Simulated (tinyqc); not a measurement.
Changing the wafer diameter over spacing D/s: four-point probe, van der Pauw, Hall and spreading-resistance readings of a semiconductor layer. Computed by tinyqc, a small Python program. Command: `OMP_NUM_THREADS=1 python tinyqc.py 3114201 3114202 out.jsonl probe sweep`. One thread of a shared host (Intel(R) Xeon(R) Processor @ 2.30GHz), about 0.01 s of CPU time with the checks.

The layer is uniform and ohmic; contacts are points unless a radius is given.

Backing of the layer: insulating.

Method. For a thin circular wafer probed at its centre, R_s = C V/I with C = pi/(ln 2 + ln[((D/s)^2 + 3)/((D/s)^2 - 3)]).

One run for each value:
```
wafer diameter over spacing D/s  factor C  error if pi/ln 2 is used (%)
3.0                                2.2662                    1.0000e+02
5.1                                3.3968                    3.3429e+01
8.6                                4.0572                    1.1710e+01
14.0                               4.3406                    4.4168e+00
24.0                               4.4653                    1.5028e+00
41.0                               4.5091                    5.1494e-01
70.0                               4.5244                    1.7666e-01
120.0                              4.5296                    6.0112e-02
200.0                              4.5314                    2.1640e-02
```

Over the rows, factor C rises from 2.27 to 4.53 (exponent d ln y / d ln x 0.76 between the first rows and 7.5e-4 between the last); error if pi/ln 2 is used (%) falls from 100 to 0.0216 (exponent d ln y / d ln x about -2.0 throughout).
